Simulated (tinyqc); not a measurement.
# n-type polysilicon, carrier trapping at grain boundaries: effect of the temperature

One-dimensional grains of size Lg, uniform ionised doping N, monovalent traps Qt at each boundary at a depth Et below (for electrons) or above (for holes) the band edge there, abrupt depletion of width W on each side of a boundary, Boltzmann statistics. xi is the distance from the band edge at the grain centre to the Fermi level. Trapped charge Qt/(1 + exp((xi + VB - Et)/Vt)) = 2 N W, barrier VB = q N W^2/(2 eps0 eps_r).

NB is given at 350 K and scales as (T/350 K)^1.5. If the trap equation with xi = Vt ln(NB/N) has a root W < Lg/2, the grain is partly depleted; otherwise W = Lg/2 and the trap equation gives xi = Et - VB + Vt ln(Qt/(N Lg) - 1). N* = Qt/Lg. n0 = NB exp(-xi/Vt); mean density n0 (1 - 2 W/Lg) by charge balance in a partly depleted grain, and n0 (sqrt(pi)/2) erf(u)/u with u = sqrt(VB/Vt) in a fully depleted one; v = sqrt(kB T/(2 pi ms m0)); barrier resistivity Vt exp(VB/Vt)/(q fe n0 v Lg); grain resistivity (1 - 2 W/Lg)/(q n0 mug); effective mobility 1/(q mean density total resistivity). Rows with xi above 0.45 V, towards mid-gap, are left out, since the other carrier type is ignored.

Inputs (values chosen for the exercise); values of the order met in polycrystalline silicon:
```
symbol    value   unit                                                              meaning
eps_r      11.7                                                       relative permittivity
NB      3.53e19  cm^-3       conduction-band density of states at the reference temperature
Lg           46     nm                                                           grain size
Qt       3.7e12  cm^-2                                     trap density of a grain boundary
Et         0.45     eV  depth of the trap level from the majority band edge at the boundary
ms         0.43     m0                                         mass for thermionic emission
fe         0.12                                      correction factor of the emission rate
N        3.4e17  cm^-3                                                               doping
```

Constants: q = 1.602176634e-19 C, kB = 1.380649e-23 J/K, m0 = 9.1093837015e-31 kg, Vt = kB T/q, eps0 = 8.8541878128e-14 F/cm where lengths are in cm. Results are converted to the units shown.

The same in every row: N/N* = 0.4227; depleted share 2 W/Lg = 1.000; VB (V) = 0.1391.

Results:

| T (K) | xi (V) | mean density (cm^-3) | resistivity (ohm cm) | effective mobility (cm^2/(V s)) |
|---|---|---|---|---|
| 200 | 0.3163 | 5.096e10 | 1.139e9 | 0.1076 |
| 240 | 0.3174 | 1.484e12 | 1.223e7 | 0.3441 |
| 320 | 0.3195 | 1.129e14 | 3.981e4 | 1.388 |
| 360 | 0.3206 | 4.997e14 | 5772 | 2.164 |
| 400 | 0.3217 | 1.678e15 | 1218 | 3.055 |
| 440 | 0.3227 | 4.599e15 | 337.9 | 4.017 |

Estimate the missing row, T = 280 K.

Computed row:

| T (K) | xi (V) | mean density (cm^-3) | resistivity (ohm cm) | effective mobility (cm^2/(V s)) |
|---|---|---|---|---|
| 280 | 0.3184 | 1.729e13 | 4.682e5 | 0.7712 |

With this row back in the table: As T goes from 200 to 440, VB stays at 0.139 V, the resistivity falls from 1.14e9 to 338 ohm cm and the effective mobility rises from 0.108 to 4.02 cm^2/(V s). The activation energy kB ln(rho1/rho2)/(1/T1 - 1/T2) is 0.469 eV between the first two rows and 0.486 eV between the last two; mug is held fixed.

Program tinyqc, `OMP_NUM_THREADS=1 python tinyqc.py 2830182 2830183 out.jsonl`; Intel Xeon 2.30GHz, shared host, one thread, about 0.01 s.
